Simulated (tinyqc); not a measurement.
Mobility of a non-polar semiconductor in the relaxation-time approximation: one step, computed by the program tinyqc.

Each valley is treated as a sphere of mass m_d for states and rates, with one isotropic relaxation time; the conductivity mass m_c sets the current.

Task: Rates at a few energies. Parabolic band: E = hbar^2 k^2/(2 m), speed v = hbar k/m, states per spin, volume and energy g(E) = m k/(2 pi^2 hbar^2). Here m = m_d. Masses are multiplied by m_0 and all formulas are in SI units. Phonon occupation N_q = 1/(exp(hbar w/(k_B T)) - 1). Acoustic deformation potential (elastic, equipartition, absorption and emission together): 1/tau = 2 pi k_B T D_A^2 g(E)/(hbar rho v_l^2). Optical or intervalley deformation potential: 1/tau = (pi Z_f D_o^2/(rho w)) [N_q g(E + hbar w) + (N_q + 1) g(E - hbar w)], with g = 0 below the band edge. Each optical term is multiplied by (1 - f(E'))/(1 - f(E)), E' the final energy, for Pauli blocking. Singly charged impurities, momentum relaxation: 1/tau = N_I e^4 m (1 + 2 alpha E) Phi/(8 pi (eps_s eps_0)^2 hbar^3 k^3), with alpha = 0 for a parabolic band. Brooks-Herring: Phi = ln(1 + b) - b/(1 + b), b = 4 k^2 L_s^2.

Inputs (values chosen for the exercise, for a model non-polar semiconductor):
```
quantity                                          value       unit
static permittivity eps_s                          7.11          -
density rho                                        4620     kg/m^3
sound velocity v_l                                 5790        m/s
acoustic deformation potential D_A                  7.1         eV
phonon energy hbar w                               25.2        meV
optical or intervalley deformation potential D_o    3.5  1e8 eV/cm
final valleys Z_f                                     1          -
temperature T                                       300          K
```

Band: parabolic. Impurity formula: Brooks-Herring. Further scattering: none.

reduced Fermi level eta = -2.688348

density-of-states mass m_d = 0.36 m_0

ionised impurity density N_I = 3.60e+17 1/cm^3

screening length L_s = 5.373789 nm

Constants: k_B = 8.617333262e-05 eV/K; k_B = 1.380649e-23 J/K; e = 1.602176634e-19 C; hbar = 1.054571817e-34 J s; m_0 = 9.1093837015e-31 kg; hbar = 6.582119569e-16 eV s; eps_0 = 8.8541878128e-12 F/m.

Give: Rates (1e12/s) at E = (max(eta, 0) + 0.5, 1, 2, 4) k_B T.

Result:

Rates (1e12/s) at E = (max(eta, 0) + 0.5, 1, 2, 4) k_B T:
```
E (meV)  acoustic  optical  ionised impurity
12.9        1.076    0.311             27.79
25.9        1.522    0.458             13.29
51.7        2.153    1.094              5.98
103.4       3.045    1.707              2.58
```
